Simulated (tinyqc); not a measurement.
Strain dependence: valley-orbit splitting of a donor ground state, with strain. Computed by tinyqc, a small Python program. Command: `OMP_NUM_THREADS=1 python tinyqc.py 3003653 3003654 out.jsonl valleyorbit walk`. One thread of a shared host (Intel(R) Xeon(R) Processor @ 2.30GHz), about 0.01 s of CPU time with the checks.

The basis is the 1s envelope in each valley; energies are counted from the unstrained conduction-band edge. The strain is e_s (a a^T - 1/3) for the unit stress axis a, so valley j along n_j moves by Xi_u e_s w_j with w_j = (n_j.a)^2 - 1/3: +1/6 for x and y, -1/3 for z. The splitting at the zone boundary that a [110] shear adds for <100> valleys is left out.

Inputs (values chosen for the exercise, modelled on donors in silicon): single-valley binding energy E_0 = 31.7 meV; central-cell shift Lambda = 4.01 meV; coupling Delta_1 = 2.2 meV; coupling Delta_2 = 1.55 meV; shear deformation potential Xi_u = 8.3 eV; shear strain e_s = 0.00048.

Valleys: six along <100>. Stress axis: [110].

Method:
- By symmetry: E(A1) = E_0 + Lambda + 4 Delta_1 + Delta_2 (one state), E(T2) = E_0 + Lambda - Delta_2 (three), E(E) = E_0 + Lambda - 2 Delta_1 + Delta_2 (two), as binding energies.
- H_jj = -(E_0 + Lambda) + Xi_u e_s w_j; H_jk = -Delta_2 between opposite valleys and -Delta_1 between perpendicular ones.
- The contact hyperfine ratio is A/A_0 = (sum_j c_j)^2/(number of valleys), c_j the valley amplitudes of the ground state; binding from the lowest valley edge.

E(A1) = 46.06 meV

Against strain:
```
e_s       Xi_u e_s (w_max - w_min) (meV)  binding (meV)  gap to next level (meV)    A/A_0
-0.00380                         -15.770         43.425                    9.265  0.88937
-0.00140                          -5.810         44.604                   10.444  0.97016
-0.00048                          -1.992         45.459                   11.299  0.99547
-0.00014                          -0.581         45.872                   11.712  0.99958
0.00014                            0.581         45.678                   11.518  0.99956
0.00048                            1.992         44.802                   10.642  0.99448
0.00140                            5.810         42.817                    8.657  0.94964
0.00380                           15.770         40.003                    5.843  0.73561
```

A/A_0 falls for either sign of strain, to 0.889 and 0.736 at the ends; its limits are the shares of the valleys that end up lowest, 4/6 under compression and 2/6 under tension. Near zero strain A/A_0 changes in second order, the binding in first. The binding energy drops from 46.06 meV to 43.43 and 40.00 meV, since fewer valleys share the valley-orbit gain.

Extremes, crossings and ranges named in words are read from the listed rows.
